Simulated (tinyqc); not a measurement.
Trench capacitor in an array: capacitance, non-linearity, leakage and relaxation: one step of the calculation.

A film between two metal electrodes, each interface adding a series capacitance ci. The small-signal permittivity is ek (1 + aq E^2); the field is found with the linear permittivity. Leakage J = J0 sinh(E/Ef). After a voltage step the film passes a relaxation current kr C V tt^(-nr), tt being the time in seconds. The sidewall is a coaxial capacitor with radii a = dm/2 - t and b = dm/2, depth AR dm; the end face is left out.

Task. Planar capacitance, field and non-linearity. Planar film: Cf = eps0 ek/t, 1/C = 1/Cf + 2/ci, EOT = 3.9 eps0/C, effective permittivity C t/eps0, E = (V/t) C/Cf; quadratic coefficient [C(V)/C - 1]/V^2 with Cf (1 + aq E^2) in C(V).

Values chosen for this exercise; permittivity of the order of that of silicon nitride:
- ek = 6.91 (relative permittivity of the film)
- t = 17 nm (film thickness)
- ci = 1000 uF/cm^2 (capacitance of each electrode interface (dead layer and screening))
- aq = 0.0014 cm^2/MV^2 (quadratic field coefficient of the permittivity)
- V = 0.5 V (bias)
- J0 = 4.6e-10 A/cm^2 (leakage prefactor)
- Ef = 0.28 MV/cm (field for an e-fold rise of the leakage)

Constants: eps0 = 8.8541878128e-14 F/cm where lengths are in cm. Results are converted to the units shown.

Wanted: Cf; C; EOT; effective permittivity; E; quadratic coefficient; J.

Result.

Cf = 0.35990 uF/cm^2
C = 0.35964 uF/cm^2
EOT = 9.6017 nm
effective permittivity = 6.9050
E = 0.29391 MV/cm
quadratic coefficient = 483.38 ppm/V^2
J = 5.7653e-10 A/cm^2

The interfaces take 0.0719 % of the voltage.

Program tinyqc, `OMP_NUM_THREADS=1 python tinyqc.py 2102153 2102154 out.jsonl`; Intel Xeon 2.30GHz, shared host, one thread, about 0.01 s.
